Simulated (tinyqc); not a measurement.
Hexagonal on-chip spiral inductor, lumped pi model: one step of the calculation.

Outer diameter do = di + 2 n wd + 2 (n - 1) sp, mean da = (do + di)/2, fill p = (do - di)/(do + di), length l = 3.464 n da. L = 2.33 mu0 n^2 da/(1 + 3.82 p), mu0 = 4 pi 1e-7 H/m. Rs = rho l/(wd delta (1 - exp(-th/delta))), delta = sqrt(rho/(pi f mu0)). Cs = n wd^2 eps0 eo/hu across the coil. At each end Cox = l wd eps0 eo/(2 ho) leads to the substrate branch Rsi = 2 rs he/(l wd) in parallel with Csi = l wd eps0 11.7/(2 he). With one end grounded Y = 1/(Rs + i w L) + i w Cs + 1/[1/(i w Cox) + 1/(1/Rsi + i w Csi)], w = 2 pi f; Q = -Im Y/Re Y. Eddy currents in neighbouring turns and in the substrate are left out.

Task. Admittance, quality factor and apparent inductance. Series branch 1/(Rs + i w L), substrate branch, total Y, Q = -Im Y/Re Y, apparent inductance Im(1/Y)/w, metal-only value w L/Rs, share of the loss in the substrate Re(substrate branch)/Re Y.

Parameters, values chosen for the exercise:
```
symbol,value,unit,meaning
f,4.3,GHz,frequency
```

L = 2.4290415 nH
Rs = 3.9178515 ohm
Cs = 6.7764051 fF
Cox = 28.740857 fF
Rsi = 76.089510 ohm
Csi = 13.614754 fF

Find: series branch; substrate branch; Y; Q; apparent inductance; w L/Rs; share of the loss in the substrate.

Result.

series branch = 0.906-15.183i mS
substrate branch = 0.04553+0.77255i mS
Y = 0.952-14.228i mS
Q = 14.946
apparent inductance = 2.5898 nH
w L/Rs = 16.751
share of the loss in the substrate = 4.7832 %

Q is 89.2 % of the metal-only value.

Program tinyqc, `OMP_NUM_THREADS=1 python tinyqc.py 2302210 2302211 out.jsonl`; Intel Xeon 2.30GHz, shared host, one thread, about 0.01 s.
